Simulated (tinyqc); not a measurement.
Worked calculation: oxide trap near a transistor channel: two-state multiphonon kinetics, telegraph noise and bias instability. Computed by tinyqc, a small Python program that keeps every step. Command: `OMP_NUM_THREADS=1 python tinyqc.py 3010080 3010081 out.jsonl oxidetrap walk`. One thread of a shared host (Intel(R) Xeon(R) Processor @ 2.30GHz), about 0.01 s of CPU time with the checks. Intermediate numbers are printed to about 5 digits and carried at full precision; extremes and crossings named in words are read from the listed rows.

An n-channel device under positive gate bias. The trap is empty (state 1) or holds an electron (state 2); both states are parabolas of equal curvature, and the electron reservoir is taken at the Fermi level of the channel.

Inputs (values chosen for the exercise, with an insulator like Si3N4 on silicon):
```
quantity                                value   unit
insulator constant eps_ox                6.91      -
insulator thickness t_ox                  4.6     nm
trap depth x from the interface          0.76     nm
tunnel barrier phi_b                      2.2     eV
tunnelling mass m_ox                     0.42    m_0
trap level above E_F at zero field E_t   0.31     eV
relaxation energy E_R                       3     eV
oxide field F                             2.1  MV/cm
attempt rate k_0 at the interface       9e+12    1/s
temperature T                             400      K
channel width W                           240     nm
channel length L                           86     nm
frequency f                               500     Hz
stress time t_s                            40      s
```

Parts treated: one trap.

Constants: hbar^2/(2 m_0) = 3.80998212 eV angstrom^2; k_B = 8.617333262e-05 eV/K; e = 1.602176634e-19 C; eps_0 = 8.8541878128e-12 F/m.

## Tunnelling factor

kappa = sqrt(2 m_ox phi_b)/hbar = sqrt(m_ox phi_b/(hbar^2/2m_0)); attenuation length lambda = 1/(2 kappa); factor exp(-x/lambda) for a rectangular barrier.

kappa = 4.9246 1/nm

attenuation length lambda = 0.10153 nm

tunnelling factor = 5.6119e-04

## Barriers and time constants

E_21 = E_t - e F x is the energy of state 2 over state 1; barriers E_c = (E_R + E_21)^2/(4 E_R), E_e = E_c - E_21; tau_c = exp(E_c/k_B T)/(k_0 P), tau_e = exp(E_e/k_B T)/(k_0 P), P the tunnelling factor; occupation f_2 = tau_e/(tau_c + tau_e); 1/tau_0 = 1/tau_c + 1/tau_e.

E_21 = 0.1504 eV

capture barrier E_c = 0.82709 eV

emission barrier E_e = 0.67669 eV

capture time tau_c = 5.2175 s

emission time tau_e = 0.066451 s

occupation f_2 = 0.012576

tau_0 = 0.065616 s

The trap is almost always empty at this bias.

## Step height and noise

Charge-sheet step dV = e (t_ox - x)/(eps_ox eps_0 W L); Lorentzian spectrum S(f) = 4 dV^2 tau_0^2/((tau_c + tau_e)(1 + (2 pi f tau_0)^2)); corner 1/(2 pi tau_0); variance dV^2 f_2 (1 - f_2) = dV^2 tau_0/(tau_c + tau_e).

threshold step dV = 0.48720 mV

corner frequency = 2.4256 Hz

S(f) = 1.8206e-14 V^2/Hz

root-mean-square noise = 0.054291 mV

f lies above the corner, on the 1/f^2 tail. Random dopants and current percolation, left out here, spread real steps around this value.

## Stress and recovery of one trap

From the zero-field occupation f(0), f(t) = f_2 + (f(0) - f_2) exp(-t/tau_0) under the field; after t_s the field is removed and f relaxes with the zero-field constants.

occupation at zero field = 1.2420e-04

tau_0 at zero field = 0.0078373 s

occupation after stress = 0.012576

half-time of recovery = 0.0054324 s

## Bias dependence of the times

The formulas are those given above.

Against field:
```
F (MV/cm)  E_21 (eV)  tau_c (s)  tau_e (s)         f_2
0.00         0.31000     63.103    0.00784  1.2420e-04
0.63         0.26212     29.489    0.01469  4.9799e-04
1.26         0.21424     13.934    0.02785  1.9945e-03
1.68         0.18232      8.505    0.04291  5.0198e-03
2.10         0.15040      5.217    0.06645  1.2576e-02
2.52         0.11848      3.216    0.10341  3.1151e-02
3.15         0.07060      1.571    0.20263  1.1423e-01
```

ln(tau_c/tau_e) falls by e x/k_B T = 2.205 per MV/cm, which measures the depth x if the change of surface potential with bias is left aside. Over these rows tau_c shortens by 1.60 decades and tau_e lengthens by 1.41; the two share the shift almost equally, as the first and last E_21 average to little against E_R.

Checks made by the program: detailed balance tau_c/tau_e = exp(E_21/k_B T) (relative difference below 1e-10); the integral of S(f) against the variance (relative difference below 1e-10).
